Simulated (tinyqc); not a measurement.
Short-period [001] superlattice in sp3s* tight binding: sweeps and comparisons. A value that a table varies takes the place of the one given here.

Planes alternate anion, cation along [001], a/4 apart; at zero in-plane momentum s, pz, s* form one block. All levels of A are shifted so that its Ev (lower root of [[Epa, Vxx], [Vxx, Epc]]) is 0, and those of B so that its Ev is -dEv. A monolayer is an anion plane and the cation plane above it; an anion between unlike cations takes the mean of the two anion levels; each bond takes the couplings of its cation. Block from an anion to the cation above: U with Vss/2 (s,s), Vsapc/2 (s,z), -Vscpa/2 (z,s), Vxx/2 (z,z), Vxapc/2 (s*,z), -Vpaxc/2 (z,s*); to the cation below: the same with the s-z and s*-z signs reversed. The cell of n + m monolayers is closed with the phase exp(2 pi i q). No spin-orbit coupling. In this block 2 (n + m) levels are filled.

For the two lowest empty levels at q = 0: energy, share of the cation weight on A, and Gamma character, the share of the cation amplitudes with Fourier index |j|/(n + m) < 1/4 along the stack (near 1: Gamma-like, near 0: folded from X).

Inputs chosen for the exercise (A near a published set for GaAs, B for AlAs; shifted at random, so the results belong to these values and not to a real crystal):
- pA = (-8.356, 1.038, -2.658, 3.676, 8.598, 6.754, -6.462, 1.953, 5.077, 4.467, 5.779, 4.839, 4.805) eV (order Esa, Epa, Esc, Epc, Exa, Exc, Vss, Vxx, Vxy, Vsapc, Vscpa, Vxapc, Vpaxc)
- pB = (-7.531, 0.982, -1.161, 3.592, 7.486, 6.712, -6.674, 1.875, 4.284, 5.125, 5.512, 4.519, 4.991) eV (the same for B)
- dEv = 0.48 eV (valence offset: Ev(B) lies this far below Ev(A))
- a = 5.649 angstrom (lattice constant, taken common; strain is left out)
- nw = 15 (monolayers of A)
- n2 = 13 (monolayers of A)
- m2 = 3 (monolayers of B)

## Equal layers of growing thickness

n = m.

Lowest empty levels:

| n = m | layer (angstrom) | E1 (eV) | on A | Gamma | E2 (eV) | on A | Gamma |
|---|---|---|---|---|---|---|---|
| 2 | 5.6 | 1.9106 | 0.48 | 0.11 | 1.9694 | 0.67 | 0.84 |
| 3 | 8.5 | 1.8906 | 0.21 | 0.00 | 1.9292 | 0.76 | 0.95 |
| 4 | 11.3 | 1.8517 | 0.27 | 0.19 | 1.9061 | 0.68 | 0.85 |
| 6 | 16.9 | 1.8118 | 0.66 | 0.69 | 1.8366 | 0.33 | 0.39 |
| 8 | 22.6 | 1.7569 | 0.93 | 0.98 | 1.8181 | 0.01 | 0.01 |
| 10 | 28.2 | 1.7121 | 0.96 | 0.99 | 1.8142 | 0.00 | 0.00 |
| 12 | 33.9 | 1.6799 | 0.97 | 1.00 | 1.8096 | 0.01 | 0.00 |
| 14 | 39.5 | 1.6564 | 0.98 | 1.00 | 1.8061 | 0.00 | 0.00 |
| 18 | 50.8 | 1.6255 | 0.99 | 1.00 | 1.8010 | 0.92 | 0.94 |

At zero in-plane momentum (the in-plane X valleys are left out) the lowest level is X-like for n = 2, 3 and 4 and Gamma-like for the others (a Gamma weight between about 0.35 and 0.65 marks an even mixture, at the crossover). Thin layers push the light Gamma electron up past the heavy X electron, whose share on A runs from 0.21 to 0.48, so for n = 3 and 4 it lies apart from the holes in A (type II); the crossover lies between n = 4 and 6. The crossover moves with dEv and with the electron mass, which this model makes too heavy, so it comes at thinner layers than in the real system. At n = 18 the lowest level lies 0.071 eV above the lowest bulk edge of the two crystals, with 99 % of its cation weight on A.

## Miniband width against barrier thickness

nw monolayers of A and m of B; lowest empty level at q = 0 and q = 1/2. The decay constant is ln(width(4)/width(6)) over two monolayers, each a/2 thick.

Lowest miniband:

| m | E(q = 0) (eV) | E(q = 1/2) (eV) | width (meV) | Gamma character |
|---|---|---|---|---|
| 1 | 1.5947 | 1.6862 | 91.495 | 0.99 |
| 2 | 1.6182 | 1.6718 | 53.667 | 1.00 |
| 3 | 1.6305 | 1.6621 | 31.617 | 1.00 |
| 4 | 1.6374 | 1.6563 | 18.867 | 1.00 |
| 5 | 1.6415 | 1.6525 | 11.025 | 1.00 |
| 6 | 1.6438 | 1.6503 | 6.576 | 1.00 |
| 8 | 1.6459 | 1.6482 | 2.284 | 1.00 |

decay constant = 0.1866 1/angstrom

The width falls from 91.5 to 2.28 meV, as exp(-kappa d) with kappa = 0.187 1/angstrom, which stands for the decay constant of the barrier at this energy: each monolayer costs a factor 1.69. The level at q = 0 rises by 51 meV towards that of a single well.

## What each change does

A cell with n = n2 and m = m2. Each row changes one parameter from the base and keeps the others.

Results:

| case | E1 (eV) | A share 1 | Gamma 1 | E2 (eV) | A share 2 | Gamma 2 |
|---|---|---|---|---|---|---|
| base | 1.6460 | 0.96 | 1.00 | 1.8887 | 0.23 | 0.04 |
| n2 = 15 | 1.6305 | 0.97 | 1.00 | 1.8833 | 0.46 | 0.29 |
| m2 = 5 | 1.6601 | 0.97 | 1.00 | 1.8384 | 0.06 | 0.01 |
| dEv = 0.58 eV | 1.6413 | 0.96 | 1.00 | 1.8087 | 0.15 | 0.01 |

The largest shifts from the base row, up to three for each result and ties (the steps differ in size, so this ranks the rows, not the parameters). E1 (eV): n2 -0.0155, m2 +0.0141, dEv -0.0047. A share 1: n2 +0.01, m2 +0.01; unchanged at the printed digits by dEv. Gamma 1: unchanged at the printed digits by n2, m2 and dEv. E2 (eV): dEv -0.0801, m2 -0.0504, n2 -0.0055. A share 2: n2 +0.22, m2 -0.17, dEv -0.08. Gamma 2: n2 +0.25, dEv -0.03, m2 -0.02.

(tinyqc, `OMP_NUM_THREADS=1 python tinyqc.py 1480465 1480466 out.jsonl`, Intel(R) Xeon(R) Processor @ 2.30GHz, 1 thread, shared host, about 0.5 s.)
